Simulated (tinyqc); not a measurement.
## Ground and coupling capacitance from two measurements

Problem. A line has Cg to the planes and Cc to each of two neighbours. Find Cg, Cc, the load when both neighbours switch in antiphase, and the pulse on the line when it floats and both neighbours swing by Vx.

Parameters, values chosen for the exercise:
```
symbol  value  unit  meaning
Vx        0.7     V    swing
```

capacitance with neighbours driven alike and with neighbours grounded (aF/um): 100  264

Answer. Driven alike, Cc carries no charge, which leaves Cg; grounded neighbours give Cg + 2 Cc, antiphase Cg + 4 Cc; a floating line divides the swing as 2 Cc/(Cg + 2 Cc).

Cg = 100 aF/um
Cc = 82.0 aF/um
load in antiphase = 428 aF/um
pulse = 0.435 V

Program tinyqc, `OMP_NUM_THREADS=1 python tinyqc.py 2790197 2790198 out.jsonl`; Intel Xeon 2.30GHz, shared host, one thread, about 0.8 s.
